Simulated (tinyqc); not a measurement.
Changing the donor depth E_D: charge neutrality of a doped semiconductor with incomplete ionisation. Computed by tinyqc, a small Python program. Command: `OMP_NUM_THREADS=1 python tinyqc.py 3000617 3000618 out.jsonl dopant sweep`. One thread of a shared host (Intel(R) Xeon(R) Processor @ 2.30GHz), about 0.04 s of CPU time with the checks.

Energies are counted from the top of the valence band; E_D is measured down from the conduction band and E_A up from the valence band.

Inputs (values chosen for the exercise, modelled on AlN):
```
quantity                            value   unit
gap at 0 K E_g0                       6.2     eV
Varshni alpha                     0.00177   eV/K
Varshni beta                         1450      K
electron mass m_e                   0.318    m_0
valleys M_c                             1      -
hole mass m_h                         2.6    m_0
donor density N_D                 5.1e+17  cm^-3
donor degeneracy g_D                    2      -
static dielectric constant eps_s     8.53      -
temperature T                         300      K
iteration cap                          60      -
```

Doping: n-type. Statistics of the bands: Fermi-Dirac. Solver: Newton steps on the logarithm. Start of Newton steps: 0.25 eV inside the majority band.

Constants: m_0 = 9.1093837015e-31 kg; k_B = 1.380649e-23 J/K; h = 6.62607015e-34 J s; k_B = 8.617333262e-05 eV/K.

Method:
- E_g = E_g0 - alpha T^2/(T + beta).
- N_c = 2 M_c (2 pi m_e k_B T/h^2)^(3/2) and N_v = 2 (2 pi m_h k_B T/h^2)^(3/2), masses in units of m_0.
- n_i = sqrt(N_c N_v) exp(-E_g/(2 k_B T)); E_i = E_g/2 + (k_B T/2) ln(N_v/N_c).
- n = N_c F_1/2((E_F - E_g)/k_B T), p = N_v F_1/2(-E_F/k_B T).
- F_1/2(eta) = (2/sqrt(pi)) int_0^infinity sqrt(x)/(1 + exp(x - eta)) dx, by the trapezoid rule in t = sqrt(x) with step 0.02 up to t = 12 (for eta < -12 by exp(eta) - exp(2 eta)/2^(3/2)).
- N_D+ = N_D/(1 + g_D exp((E_F - E_g + E_D)/k_B T)).
- Neutrality: p + N_D+ = n + N_A-; the log ratio is ln[(p + N_D+)/(n + N_A-)].
- Newton steps from the start named, with the slope from a central difference of 1e-6 eV; the function is the log ratio y = ln[(p + N_D+)/(n + N_A-)]; the bracket -0.3 to E_g + 0.3 eV is narrowed by the sign of y at each step, and a step that would leave it is replaced by its midpoint; stop when |log ratio| < 1e-9.

One run for each value; columns: (1) donor depth E_D (eV); (2) majority density n (cm^-3); (3) ionised share of the donors; (4) distance of E_F from the majority band edge (eV):
```
(1)            (2)         (3)      (4)
0.0050  4.1435e+17  8.1246e-01  0.06082
0.0099  4.0154e+17  7.8733e-01  0.06166
0.0200  3.7242e+17  7.3023e-01  0.06366
0.0390  3.1095e+17  6.0970e-01  0.06845
0.0770  1.8997e+17  3.7248e-01  0.08144
0.1500  5.5461e+16  1.0875e-01  0.11354
0.3000  3.2252e+15  6.3239e-03  0.18718
0.6000  9.7745e+12  1.9166e-05  0.33711
```

Describe the trends.

Over the rows, majority density n (cm^-3) falls from 4.14e17 to 9.77e12 (exponent d ln y / d ln x -0.046 between the first rows and -8.4 between the last); ionised share of the donors falls from 0.812 to 1.92e-5 (exponent d ln y / d ln x -0.046 between the first rows and -8.4 between the last); distance of E_F from the majority band edge (eV) rises from 0.0608 to 0.337 (exponent d ln y / d ln x 0.020 between the first rows and 0.85 between the last).

Caution (rows 0.00500, 0.00990, 0.0200): N^(1/3) a is above 0.2 for the radius a = e^2/(8 pi eps_0 eps_s E) of the dopant: near the Mott value, 0.26, the level broadens, and above it the level has merged with the band and all dopants are ionised, so such results of a fixed depth are only formal.
